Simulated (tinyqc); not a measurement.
Q-state Potts model on a small periodic square lattice: enumeration, Metropolis, heat-bath and Wolff steps: one step, computed by the program tinyqc. Command: `OMP_NUM_THREADS=1 python tinyqc.py 3112335 3112336 out.jsonl potts walk`. One thread of a shared host (Intel(R) Xeon(R) Processor @ 2.30GHz), about 0.04 s of CPU time with the checks.

E = -J x (number of nearest-neighbour bonds with equal states); n x n sites with periodic edges have 2 n^2 bonds. Order parameter m = (q f - 1)/(q - 1), f being the largest share of one state. Sites are numbered row by row from 0. Here q = 3 and n = 3.

Problem. Exact averages. All q^(n^2) states are counted by their number b of equal bonds; weights g(b) exp(K b), K = J/(k_B T). Per site: u = -J <b>/n^2, c/k_B = K^2 (<b^2> - <b>^2)/n^2. ln Z = ln sum g(b) exp(K b); entropy per site s/k_B = (ln Z - K <b>)/n^2.

Inputs (values chosen for the exercise, for a model of domains or grain orientations): coupling J = 29 meV; temperature T = 566 K.

States by number of equal bonds:
```
b   g(b)   probability
0     12  6.634140e-06
2    540  9.804848e-04
3    936  3.079958e-03
4   3240  1.932128e-02
5   3996  4.318552e-02
6   3348  6.557223e-02
7   3240  1.150009e-01
8   2592  1.667298e-01
9    660  7.693855e-02
10   810  1.711224e-01
11   108  4.134924e-02
12   144  9.991440e-02
14    54  1.230561e-01
18     3  7.374252e-02
```

K = 0.5945778

Give: <b>; energy u; heat capacity c; entropy s.

Solution.

<b> = 9.9443

energy u = -32.043 meV/site

heat capacity c = 0.46916 k_B/site

entropy s = 0.94395 k_B/site
